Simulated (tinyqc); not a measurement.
# Frequency dispersion of an accumulation capacitance by border traps, distributed model: effects of single changes

Traps spread evenly through the insulator exchange electrons with the semiconductor by tunnelling, with tau(x) = t0 exp(2 ka x) at depth x from the interface. The admittance per area Y seen at depth x obeys dY/dx = -Y^2/(i w eps0 eox) + q Nb ln(1 + i w tau)/tau, with Y(0) = i w Cs and w = 2 pi f; the gate sees Y(tox) = G + i w C. Working variable y = Y/(i w), in uF/cm^2. Cox = eps0 eox/tox.

Inputs (values chosen for the exercise); permittivity close to that of aluminium oxide:
```
symbol   value         unit                                               meaning
eox       8.62                             relative permittivity of the insulator
tox         11           nm                                   insulator thickness
Cs         1.2      uF/cm^2             semiconductor capacitance in accumulation
Nb      2.5e19  cm^-3 eV^-1                               density of border traps
ka         5.7         1/nm  decay constant of the wave function in the insulator
t0       5e-11            s              time constant of a trap at the interface
f         1000           Hz                                             frequency
```

Constants: q = 1.602176634e-19 C, eps0 = 8.8541878128e-14 F/cm where lengths are in cm. Results are converted to the units shown.

Each table varies one quantity; the others keep the values above.

## Capacitance and loss against frequency

Cox; trap-free value 1/(1/Cox + 1/Cs); response depth d = ln(1/(w t0))/(2 ka), where w tau = 1; lumped estimate: all traps within d act as C_bt = q Nb d placed at d/2, so C = 1/{1/[1/(1/Cs + d/(2 eps0 eox)) + C_bt] + (tox - d/2)/(eps0 eox)}. C and G from a fine integration; dispersion -d C/d log10 f over C, from f times and over 1.1. For a broad spread of time constants G/w is close to -(pi/2) dC/d ln w.

The same in every row: trap-free C (uF/cm^2) = 0.4396.

Result of one run:
```
f (Hz),d (nm),C (uF/cm^2),G/w (uF/cm^2),dispersion (% a decade),-(pi/2) dC/d ln w (uF/cm^2),lumped C (uF/cm^2)
10000,1.111,0.5019,0.006993,2.042,0.006990,0.4965
```

What becomes of these results when the frequency f is changed from 10000 to 10 Hz, all else the same?

Result of the changed run:
```
f (Hz),d (nm),C (uF/cm^2),G/w (uF/cm^2),dispersion (% a decade),-(pi/2) dC/d ln w (uF/cm^2),lumped C (uF/cm^2)
10,1.717,0.5328,0.007097,1.952,0.007094,0.5258
```

The whole series:
```
f (Hz),d (nm),C (uF/cm^2),G/w (uF/cm^2),dispersion (% a decade),-(pi/2) dC/d ln w (uF/cm^2),lumped C (uF/cm^2)
10,1.717,0.5328,0.007097,1.952,0.007094,0.5258
100,1.515,0.5224,0.007043,1.975,0.007041,0.5161
1000,1.313,0.5121,0.007009,2.005,0.007006,0.5064
10000,1.111,0.5019,0.006993,2.042,0.006990,0.4965
1e5,0.9095,0.4916,0.006999,2.086,0.006996,0.4865
1e6,0.7075,0.4814,0.007027,2.139,0.007024,0.4764
1e7,0.5055,0.4710,0.007075,2.202,0.007077,0.4661
```

C falls from 0.5328 to 0.4710 uF/cm^2, towards the trap-free 0.4396; each decade of frequency removes ln 10/(2 ka) = 0.202 nm from the response depth. The dispersion rises from 1.95 to 2.20 % a decade and G/w goes from 0.00710 through a minimum of 0.00699 (at f = 10000 Hz among the rows listed) to 0.00708 uF/cm^2. G/w stays at 1.00 times -(pi/2) dC/d ln w, the relation for a broad spread of time constants.

## Effect of the semiconductor capacitance in accumulation

Same model as above.

The same in every row: d (nm) = 1.313.

Effect of the semiconductor capacitance in accumulation:
```
Cs (uF/cm^2),C (uF/cm^2),G/w (uF/cm^2),dispersion (% a decade),-(pi/2) dC/d ln w (uF/cm^2),lumped C (uF/cm^2),trap-free C (uF/cm^2)
0.2,0.3778,0.01524,5.902,0.01521,0.3651,0.1552
0.39,0.4165,0.01254,4.408,0.01252,0.4062,0.2497
0.75,0.4690,0.009310,2.908,0.009302,0.4613,0.3604
1.4,0.5265,0.006316,1.758,0.006314,0.5213,0.4639
2.8,0.5865,0.003813,0.9529,0.003812,0.5832,0.5561
5.4,0.6302,0.002389,0.5554,0.002387,0.6279,0.6148
10,0.6576,0.001664,0.3703,0.001661,0.6559,0.6488
20,0.6761,0.001249,0.2701,0.001246,0.6747,0.6706
```

As Cs goes from 0.2 to 20, C rises from 0.378 to 0.676 uF/cm^2, the dispersion falls from 5.90 to 0.270 % a decade and G/w falls from 0.0152 to 0.00125 uF/cm^2. The lumped estimate is 3.4 % below C in the first row and 0.21 % below it in the last. The same traps disperse C more when Cs is small, since they then add to the weaker series term.

Computed by the program tinyqc: `OMP_NUM_THREADS=1 python tinyqc.py 2202033 2202034 out.jsonl`, one thread of a shared Intel Xeon 2.30GHz, about 0.7 s for the whole run.
